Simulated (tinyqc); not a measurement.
Inside a calculation: pair of shallow donors (hydrogen-like orbitals). Values are carried at full precision from step to step, so a last printed digit may differ when a step is redone from the rounded ones.

Each donor has the orbital exp(-r/a); energy unit Ha* = q/(eps a), q = e^2/(4 pi eps0), so that a lone donor is bound by Ha*/2; x = R/a. One electron: S = (1 + x + x^2/3) exp(-x), j = 1/x - (1 + 1/x) exp(-2x), k = (1 + x) exp(-x); levels E(+/-) = -1/2 - (j +/- k)/(1 +/- S) in Ha*, without the repulsion of the ions, split by D = |E(-) - E(+)|. In six valleys the overlaps S and k are multiplied by v = [cos(K Rx) + cos(K Ry) + cos(K Rz)]/3, K = k0 (2 pi/a_lat), for isotropic envelopes and the symmetric valley state.

Constants: e^2/(4 pi eps0) = 14.39964547 eV angstrom; hbar = 6.58211957e-16 eV s.

Inputs chosen for the exercise (near those of two donors in Si; the results hold for these values, not for the real material):
- a = 19.1 angstrom (orbital radius)
- eps = 11.1 (dielectric constant)
- n = (14, 1, 0) a_lat (separation vector)
- a_lat = 5.431 angstrom (lattice constant)
- k0 = 0.854 2 pi/a_lat (valley position)
- dV = 2.8 D (detuning between the donors, in units of D)

## Distance and integrals

Give Ha*, R, x, S, j, k and v.

Ha* = 67.920 meV
R = 76.23 angstrom
x = 3.9910

S, j, k: 0.19037  0.25014  0.09224

v = 0.8567

## One electron on two donors

Give both levels, the splitting D = |E(-) - E(+)| and the tunnelling frequency D/(2 pi hbar).

E(+), E(-) (meV): -53.181  -47.847

D = 5.335 meV
frequency = 1290 GHz

The second ion deepens the mean level by 16.55 meV, against Ha*/x = 17.02 meV for a point charge. Without the valley factor D would be 6.29 meV; v is positive, so the even combination lies lower.

## Detuning by a gate

Two-level picture for one electron: with detuning u = dV D the splitting is sqrt(D^2 + u^2) and the lower state has weight (1 + u/sqrt(D^2 + u^2))/2 on the lower donor; the field needed is u/(e R), 1 meV/angstrom = 100 kV/cm.

splitting = 15.86 meV
weight = 0.971
field = 19.6 kV/cm

## Two electrons and exchange

Two electrons, Heitler-London: with S' = (1 - x + x^2/3) exp(x), C = 1/x - exp(-2x)(1/x + 11/8 + 3x/4 + x^2/6), X = (1/5){exp(-2x)(25/8 - 23x/4 - 3x^2 - x^3/3) + (6/x)[S^2 (0.5772157 + ln x) + S'^2 Ei(-4x) - 2 S S' Ei(-2x)]}, Q = C - 2j + 1/x and A = X - 2 S k + S^2/x, the singlet and triplet lie at (Q +/- w A)/(1 +/- w S^2) from two lone donors, with the valley weight w = v^2; the exchange is J = triplet - singlet.

Give C, X, Q, A and J.

C, X, Q, A (Ha*): 0.2481  0.01582  -0.001630  -0.01022

J = 1.01e+03 micro-eV

A swap of the two spins takes pi hbar/J = 0.00204 ns (hbar = 6.58212e-16 eV s). Against the one-electron splitting D = 5.33 meV, J/D = 0.19: exchange needs both electrons to tunnel and falls as exp(-2x), D as exp(-x).

## Checks

- Heitler-London binding at x = 1.6425 against the known 0.1160 hartree: both 0.1160.
- Overlap S by quadrature in spheroidal coordinates against the formula: both 0.19037.

Program tinyqc; command `OMP_NUM_THREADS=1 python tinyqc.py 1250843 1250844 out.jsonl`; about 0.01 s on one thread of a shared Intel(R) Xeon(R) Processor @ 2.30GHz.
